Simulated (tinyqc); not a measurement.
A ladder of methods, and size consistency: correlation methods against full CI in the sto-6g basis, for H2, spin multiplicity 1. Computed by the program tinyqc with PySCF. All electrons correlated; +Q is the Davidson correction (1 - c0^2) E_corr. The last columns treat two copies 100 angstrom apart as one system. FCI is the lowest singlet.

Geometry (angstrom):
```
atom       x       y       z
H     0.0000  0.0000  0.0000
H     0.0000  0.0000  0.7350
```

RHF energy of one = -1.125629 hartree

Correlation energies (hartree):
```
method   E_corr of one  share of FCI (%)  E_corr of two at 100 angstrom  two minus twice one (mhartree)
MP2          -0.013051           64.1364                      -0.026102                          0.0000
CISD         -0.020349          100.0000                      -0.040204                          0.4946
CISD+Q       -0.020603          101.2452                      -0.041169                          0.0358
CCSD         -0.020349          100.0000                      -0.040698                          0.0000
CCSD(T)      -0.020349          100.0000                      -0.040698                          0.0000
FCI          -0.020349          100.0000                              -                               -
```

What does the comparison show, and why?

MP2 recovers 64 %, CISD 100.0 % and CCSD 100.0 % of the FCI value (c0^2 = 0.988 in CISD). MP2 and coupled cluster are size consistent, so their last column vanishes; CISD loses 0.49 mhartree, since a double excitation on each copy is a quadruple of the pair, and the Davidson correction leaves +0.04. With two electrons, or one virtual orbital, CISD and CCSD are exact for one copy, so +Q overshoots there.
